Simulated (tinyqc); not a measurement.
# Worked calculation: MOSFET in saturation, small-signal circuit and noise

tinyqc, about 0.01 s, one thread, Intel Xeon 2.30GHz (shared host): `OMP_NUM_THREADS=1 python tinyqc.py 2150060 2150061 out.jsonl` Printed values are rounded.

Bias by the inversion coefficient IC = I/Ispec (charge-based model with velocity saturation; weak inversion below 0.1, strong above 10). Common-source circuit: gm, gds, Cgs, Cgd and Cj at the inner nodes, Rg in series with the gate; quasi-static, no source or drain resistance, no gate-body capacitance, no substrate network, no induced gate noise, so fmax is an upper estimate.

Values chosen for this exercise: temperature T = 300 K; gate length L = 90 nm; total gate width W = 80 um; gate capacitance Cox = 0.85 uF/cm^2; mobility mu = 180 cm^2/(V s); slope factor n = 1.15; velocity-saturation length Ls = 25 nm; ratio gds/gm sg = 0.063; overlap and fringe capacitance per side Cov = 0.27 fF/um; drain junction capacitance Cj = 0.48 fF/um; sheet resistance of the gate Rsh = 10 ohm; finger width Wf = 1 um; gate contact and vertical resistance Rc = 200 ohm um; inversion coefficient IC = 0.42; short-channel excess of the noise factor gw = 0.12; oxide trap density Nt = 3.4e17 cm^-3 eV^-1; tunnelling length into the oxide lt = 0.1 nm; Coulomb scattering coefficient ac = 3000 V s/C; signal frequency f = 1 GHz.

Constants: q = 1.602176634e-19 C, kB = 1.380649e-23 J/K, Vt = kB T/q. Results are converted to the units shown.

Range of the model: fmax exceeds 4 fT, where channel resistance and substrate losses, left out here, would cap it.

## Current, transconductance and gain

Ispec = 2 n mu Cox (W/L) Vt^2, lc = Ls/L, gms = [sqrt((lc IC + 1)^2 + 4 IC) - 1]/[2 + lc (lc IC + 1)], gm = gms Ispec/(n Vt), gds = sg gm.

Ispec = 209.0523 uA
I = 87.80198 uA
gms = 0.3076946
gm = 2.163630 mS
gds = 0.1363087 mS
gm/I = 24.64215 1/V

gm/I is 73.3 % of its weak-inversion limit 1/(n Vt); without velocity saturation (lc = 0) gms would be 0.319.

## Capacitances, gate resistance and cut-off frequencies

qs = [sqrt(1 + 4 IC) - 1]/2, Cgs = Cox W L qs (2 qs + 3)/(3 (qs + 1)^2) + Cov W, Cgd = Cov W, Cd = Cj W, Rg = Rsh (Wf/L)/(12 Nf) + Rc/W with Nf = W/Wf fingers (not rounded) contacted at both ends. fT = gm/(2 pi (Cgs + Cgd)), fmax = fT/(2 sqrt(Rg (gds + 2 pi fT Cgd))).

Cgs = 35.19427 fF
Cgd = 21.6 fF
Cd = 38.4 fF
Rg = 2.615741 ohm
fT = 6.063153 GHz
fmax = 60.52308 GHz

Overlap and fringe make up 76.1 % of the gate capacitance; fmax is 9.98 times fT.

## Admittance matrix

Inner admittances at w = 2 pi f: y11 = i w (Cgs + Cgd), y12 = -i w Cgd, y21 = gm - i w Cgd, y22 = gds + i w (Cgd + Cd). Invert to Z, add Rg to Z11 and invert back to Y.

inner y (mS):
```
                    1                   2
1  0.000000+0.356849i  0.000000-0.135717i
2  2.163630-0.135717i  0.136309+0.376991i
```

Y with Rg (mS):
```
                    1                    2
1  0.000333+0.356849i  -0.000127-0.135717i
2  2.163501-0.137736i   0.136358+0.377759i
```

## Current gain and unilateral power gain

|h21| = |Y21/Y11|; U = |Y21 - Y12|^2/(4 [Re Y11 Re Y22 - Re Y12 Re Y21]). Extrapolated at 20 dB a decade: f |h21| and f sqrt(U).

|h21| = 6.075069
U = 3663.043
f |h21| = 6.075069 GHz
f sqrt(U) = 60.52308 GHz

f |h21| is 0.20 % above the formula for fT, and f sqrt(U) within 0.01 % of that for fmax.

## Noise at the gate

Channel noise Sid = 4 kB T gam n gm with gam = (1/2 + (2/3) qs)/(1 + qs) + gw lc IC, qs = [sqrt(1 + 4 IC) - 1]/2, lc = Ls/L (the last term an empirical rise with velocity saturation); at the gate, white noise Sw = Sid/gm^2 + 4 kB T Rg. Number fluctuation with correlated mobility: S(f) = K/f, K = q^2 Vt lt Nt/(W L Cox^2) (1 + ac mu Cox I/gm)^2, Vt in eV with Nt per eV. Corner fc = K/Sw. Full shot noise would be 2 q I.

gam = 0.5542638
Sid = 2.284872e-23 A^2/Hz
Sid/(2 q I) = 0.8121142
sqrt(Sw) = 2.219052 nV/Hz^0.5
K = 4.500425e-11 V^2
fc = 9.139418 MHz

The gate resistance gives 0.88 % of the white noise power.
